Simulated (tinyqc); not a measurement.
Inside a calculation. Method: Hubbard ring of 4 sites. One step of it, computed by the program tinyqc.

Task: Mean-field iteration 1. H(up) = T + U n(down), H(down) = T + U n(up); fill the lowest levels; n(new) = n + mixing (n(out) - n); E = tr T (rho up + rho down) + U sum n_up n_down of the output.

one-body matrix (hopping and site energies) (eV), lower triangle:
```
           1          2          3         4
1   0.000000
2  -1.620000   0.000000
3   0.000000  -1.620000   0.000000
4  -1.620000   0.000000  -1.620000  0.000000
```

U = 2.400000 eV

electrons, up and down: 2  2

mixing = 1

n(up) at the start (a guess, not normalised): 1 0.950000, 2 0.050000, 3 0.950000, 4 0.050000

n(down) at the start (a guess): 1 0.050000, 2 0.950000, 3 0.050000, 4 0.950000

Give: levels, up; levels, down; energy; n(up) after iteration 1; n(down) after iteration 1.

Result:

levels, up (eV): -2.2153  0.1200  2.2800  4.6153

levels, down (eV): -2.2153  0.1200  2.2800  4.6153

energy = -4.7869 eV

n(up) after iteration 1: 1 0.8291, 2 0.1709, 3 0.8291, 4 0.1709

n(down) after iteration 1: 1 0.1709, 2 0.8291, 3 0.1709, 4 0.8291
